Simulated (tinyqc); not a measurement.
What moves the results: delta-doped layer in the Thomas-Fermi potential. A value that a table varies takes the place of the one given here.

All donors ionised in the plane z = 0, zero temperature, energies from the Fermi level EF of the Thomas-Fermi model, which lies at the bulk band edge; c = hbar^2/2m0, q = e^2/(4 pi eps0). gv = 4 equivalent valleys, m_d = sqrt(m3^3/mz) in the plane. With n = (gv/3 pi^2)(m3 (-V)/c)^(3/2) and V'' = -(4 pi q/eps) n for z > 0, the solution is V = -b/(|z| + z0)^4 with sqrt(b) = 20/K, K = (4 pi q/eps)(gv/3 pi^2)(m3/c)^(3/2), and z0^5 = 4b/(e F0), e F0 = 2 pi q N/eps; 1e13/cm^2 = 1e-3/angstrom^2. Exchange and correlation are left out.

Subbands solve -(c/m_z) psi'' + V psi = E psi on 1280 points of spacing z0/80; up to ten levels for each group, kept if bound with an rms width below 2.5 z0.

Constants: hbar^2/2m0 = 3.80998211 eV angstrom^2; e^2/(4 pi eps0) = 14.39964547 eV angstrom.

Inputs chosen for the exercise (near those of a delta-doped layer in Ge; not measured data):
- m3 = 0.221 m0 (density-of-states mass of a valley)
- mz = 0.116 m0 (mass along z)
- eps = 16.3 (dielectric constant)
- Nl = (0.16, 0.32, 0.64, 1.1, 1.9, 3.2, 5.1) x 1e13/cm^2 (sheet densities)
- N = 1.6 x 1e13/cm^2 (donor sheet density)

## Doping density

The well, the lowest level and the filling anew; at zero temperature n_i = g m_d (mu - E_i)/(2 pi c), with mu fixed by sum n_i = N.

Results:

| N (1e13/cm^2) | z0 (angstrom) | depth (eV) | lowest (eV) | next - lowest (eV) | occupied | share of lowest (%) |
|---|---|---|---|---|---|---|
| 0.16 | 83.7 | 0.0186 | -0.0035 | - | 1 | 100.0 |
| 0.32 | 72.9 | 0.0323 | -0.0071 | - | 1 | 100.0 |
| 0.64 | 63.4 | 0.0563 | -0.0140 | - | 1 | 100.0 |
| 1.1 | 56.9 | 0.0869 | -0.0239 | - | 1 | 100.0 |
| 1.9 | 51.0 | 0.1345 | -0.0404 | - | 1 | 100.0 |
| 3.2 | 46.0 | 0.2041 | -0.0665 | - | 1 | 100.0 |
| 5.1 | 41.9 | 0.2964 | -0.1034 | 0.1012 | 1 | 100.0 |

The depth grows as N^(4/5) and z0 shrinks as N^(-1/5): factors 15.9 and 2.00 for 32 times the doping. The lowest level deepens faster, with exponent 0.98, since the zero-point energy takes a smaller share of a deeper well (81 % falling to 65 %). The number of occupied subbands stays at 1. Up to N = 0.16 the donor spacing exceeds 1.5 Bohr radii (one radius, a0 eps/m with the density-of-states mass, is 39 angstrom), where a uniform sheet is a crude picture of discrete donors (beyond about three radii electrons stay on single donors).

## What each parameter does

z0, depth, lowest level and its rms width. Each row changes one parameter from the base and keeps the others.

Results:

| case | z0 (angstrom) | depth (eV) | lowest (eV) | rms z (angstrom) |
|---|---|---|---|---|
| base | 52.80 | 0.1172 | -0.0343 | 26.55 |
| N = 0.96 x 1e13/cm^2 | 58.48 | 0.0779 | -0.0209 | 33.24 |
| eps = 14.7 | 49.63 | 0.1222 | -0.0345 | 26.21 |
| m3 = 0.254 m0 | 48.57 | 0.1078 | -0.0283 | 28.40 |
| mz = 0.099 m0 | 52.80 | 0.1172 | -0.0321 | 29.19 |

The largest shifts from the base row, up to three for each result and ties (the steps differ in size, so this ranks the rows, not the parameters). z0 (angstrom): N +5.68, m3 -4.23, eps -3.17; unchanged at the printed digits by mz. depth (eV): N -0.0393, m3 -0.0094, eps +0.0049; unchanged at the printed digits by mz. lowest (eV): N +0.0134, m3 +0.0059, mz +0.0022. rms z (angstrom): N +6.69, mz +2.64, m3 +1.85.

Run: tinyqc, `OMP_NUM_THREADS=1 python tinyqc.py 1250048 1250049 out.jsonl`; Intel(R) Xeon(R) Processor @ 2.30GHz, one thread, shared host; about 0.05 s of CPU time with all checks.
